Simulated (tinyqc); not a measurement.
Comparisons within one model: Wannier function of the lower band of a two-orbital chain. A value that a table varies takes the place of the one given here.

H(k) = [[-d/2 - 2 ta cos k, -t1 - t2 exp(-ik)], [-t1 - t2 exp(ik), d/2 - 2 tb cos k]], k in 1/a, Bloch sums with exp(ikR) and without the positions inside the cell. Mesh k_j = 2 pi j/N. Projection gauge: each lower eigenvector u is multiplied by the phase that makes <trial|u> real and positive (the one-band case of Loewdin orthogonalisation). Wannier amplitudes w(R) = (1/N) sum_k exp(ikR) u(k); hoppings H(R) = (1/N) sum_k exp(-ikR) E(k).

Inputs chosen for the exercise: d = 1.23 eV (A at -d/2, B at +d/2); t1 = 1.66 eV (A-B in the cell); t2 = 1.56 eV (B to A of the next cell); ta = -0.27 eV (A-A between cells); tb = -0.24 eV (B-B between cells); xb = 0.49 a (position of B (A at 0)); th = 45 degrees (trial orbital cos(th) A + sin(th) B in cell 0).

## Convergence with the mesh

Centre and Omega_I from overlaps M_j = u_j^+ diag(1, exp(-i b xb)) u_(j+1), b = 2 pi/N: centre -(1/2 pi) sum arg M, Omega_I = (1/(N b^2)) sum (1 - |M|^2). Largest error of the Fourier interpolation on 41 points from 0 to pi.

Mesh:
```
N,centre (a),Omega_I (a^2),H(1) (eV),largest error (meV)
3,0.02140,0.06710,-0.25889,564.445
4,0.02059,0.07489,-0.40000,155.051
6,0.02047,0.09801,-0.36864,63.910
8,0.02040,0.11383,-0.36311,28.470
12,0.02034,0.13170,-0.36135,7.898
16,0.02031,0.14001,-0.36118,2.475
24,0.02030,0.14658,-0.36116,0.298
```

The interpolation error falls exponentially, from 155.1 meV at N = 4 to 7.898 at N = 12, because the hoppings decay exponentially for an isolated band (smallest gap 1.31 eV). Omega_I carries a finite-difference error and converges as a power: against the value 0.15224 on 400 points it is off by -0.02054 at N = 12 and -0.00567 at N = 24, an exponent of 1.86, near the limit 2.

## Choice of the trial orbital

N = 16. Centre, Omega_I and Omega_D from overlaps (b = 2 pi/N, M_j = u_j^+ diag(1, exp(-i b xb)) u_(j+1); Omega_D = (1/(N b^2)) sum (arg M_j + b centre)^2).

Trial angle:
```
th (deg),smallest projection,centre (a),Omega_I (a^2),Omega_D (a^2)
0,0.768,0.0203,0.14001,0.00063
15,0.885,0.0203,0.14001,0.00736
30,0.885,0.0203,0.14001,0.03755
45,0.759,0.0203,0.14001,0.09922
60,0.565,0.0203,0.14001,0.22363
75,0.332,0.0203,0.14001,0.51417
90,0.077,0.0203,0.14001,1.32832
```

Omega_I is the same for all. Omega_D is smallest at 0 degrees (0.00063) and largest at 90 (1.32832). The centre does not move.

## What each parameter does

N = 24: centre (folded into [0, 1)) and Omega_I from overlaps M_j = u_j^+ diag(1, exp(-i b xb)) u_(j+1), b = 2 pi/N: centre = -(1/2 pi) Im ln prod M_j, Omega_I = mean(1 - |M_j|^2)/b^2; and the first two hoppings H(R). Each row changes one parameter from the base and keeps the others.

Results:
```
case,centre (a),Omega_I (a^2),H(1) (eV),H(2) (eV)
base,0.0203,0.1466,-0.3612,0.0961
d = 1.53 eV,0.0158,0.1199,-0.3398,0.0858
t1 = 1.81 eV,0.0532,0.1452,-0.3872,0.0996
t2 = 1.46 eV,0.0425,0.1379,-0.3349,0.0898
ta = -0.17 eV,0.0241,0.1666,-0.4329,0.1046
xb = 0.54 a,0.0359,0.1487,-0.3612,0.0961
th = 55 degrees,0.0203,0.1466,-0.3612,0.0961
```

The largest shifts from the base row, up to three for each result and ties (the steps differ in size, so this ranks the rows, not the parameters). centre (a): t1 +0.0329, t2 +0.0222, xb +0.0156; unchanged at the printed digits by th. Omega_I (a^2): d -0.0267, ta +0.0200, t2 -0.0087; unchanged at the printed digits by th. H(1) (eV): ta -0.0718, t2 +0.0263, t1 -0.0261; unchanged at the printed digits by xb and th. H(2) (eV): d -0.0103, ta +0.0086, t2 -0.0062; unchanged at the printed digits by xb and th. The trial angle is a choice of gauge and moves none of these; xb enters the position operator alone, so it leaves the hoppings.

Program tinyqc; command `OMP_NUM_THREADS=1 python tinyqc.py 1480664 1480665 out.jsonl`; about 0.1 s on one thread of a shared Intel(R) Xeon(R) Processor @ 2.30GHz.
